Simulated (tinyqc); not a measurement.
Thermal displacements in the Debye model: Debye-Waller factors, bond-length spread and the Lindemann rule: one step, computed by the program tinyqc.

A Debye spectrum with three branches of one velocity, cut at k_B Theta; 2 atoms per cube, nearest neighbours at d = 0.866025 a.

Task: Recoil-free fraction. A nucleus of this mass is supposed to emit a gamma ray of the energy chosen: recoil energy E_R = E^2/(2 M c^2), wave number k_g = E/(hbar c), recoil-free fraction f = exp(-k_g^2 <u_x^2>).

Inputs (values chosen for the exercise, modelled on molybdenum):
```
quantity                 value  unit
atomic mass M            95.95     u
Debye temperature Theta    402     K
temperature T              295     K
gamma-ray energy E        67.4   keV
```

Structure: bcc.

<u_x^2> = 0.002908881 angstrom^2

Constants: e = 1.602176634e-19 C; u = 1.6605390666e-27 kg; c = 299792458 m/s; hbar = 6.582119569e-16 eV s; k_B = 8.617333262e-05 eV/K.

Give: recoil energy; k_g; recoil-free fraction f.

Result:

recoil energy = 25.41 meV

k_g = 34.16 1/angstrom

recoil-free fraction f = 0.03358
